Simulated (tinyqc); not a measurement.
# Step height from the transmission

Inverse problem. A single step up from edge 0 (mass mL) to edge U (mass mS) transmits T(E) = 4 vL vR/(vL + vR)^2 with v = k/m, k = sqrt(m (E - edge)/C), C = hbar^2/(2 m0). It is known that vR < vL. Find vR/vL and U.

Parameters, values chosen for the exercise:
```
symbol  value  unit                meaning
mL      0.068    m0  mass in the left lead
E       0.416    eV        electron energy
mS      0.093    m0   mass beyond the step
```

T(E) = 0.79781276

Answer. The reflection amplitude is sqrt(1 - T(E)) = (1 - y)/(1 + y) with y = vR/vL < 1, and y^2 = (E - U) mL/(E mS).

vR/vL = 0.380
U = 0.334 eV

tinyqc, about 0.03 s, one thread, Intel Xeon 2.30GHz (shared host): `OMP_NUM_THREADS=1 python tinyqc.py 2560022 2560023 out.jsonl`
